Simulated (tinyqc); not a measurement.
Punch-through p+-n junction, ionisation integral and breakdown: one step of the calculation.

A p+ layer at x < 0 and an n drift layer from x = 0 to L on an n+ substrate. Depletion approximation, built-in voltage neglected. Local ionisation coefficients alpha_n = an exp(-(bn/E)^mx), alpha_p = ap exp(-(bp/E)^mx). Electrons move towards +x, holes towards x = 0.

Task. Ionisation integrals by the trapezoid rule. G(x) = integral from 0 to x of (alpha_n - alpha_p); I_n = integral of alpha_n exp(-G) (electrons injected at x = 0), I_p = integral of alpha_p exp(G(end) - G) (holes injected at the far edge); M = 1/(1 - I). All integrals by the trapezoid rule on the grid.

```
point	x (um)	alpha_n (1/cm)	alpha_p (1/cm)
0	0.00000000	20258.552	70558.124
1	0.01500000	15887.436	58998.115
2	0.03000000	12231.687	48666.508
3	0.04500000	9224.8135	39538.934
4	0.06000000	6797.7203	31579.811
5	0.07500000	4879.8900	24741.821
6	0.09000000	3400.7354	18965.692
7	0.10500000	2291.0841	14180.372
8	0.12000000	1484.7315	10303.702
9	0.13500000	919.98090	7243.7061
10	0.15000000	541.06442	4900.5588
11	0.16500000	299.32243	3169.2930
12	0.18000000	154.01801	1943.2106
```

Wanted: G; alpha_n exp(-G); I_n; I_p; M_n; M_p.

Result.

```
point	G	alpha_n exp(-G) (1e4 1/cm)
0	0.0000	2.026
1	-0.0701	1.704
2	-0.1297	1.393
3	-0.1798	1.104
4	-0.2211	0.848
5	-0.2546	0.629
6	-0.2812	0.450
7	-0.3017	0.310
8	-0.3173	0.204
9	-0.3286	0.128
10	-0.3366	0.076
11	-0.3421	0.042
12	-0.3456	0.022
```

I_n = 0.1187
I_p = 0.3757
M_n = 1.135
M_p = 1.602

Numbers from tinyqc (`OMP_NUM_THREADS=1 python tinyqc.py 2120125 2120126 out.jsonl`; about 0.04 s on one thread of a shared Intel Xeon 2.30GHz).
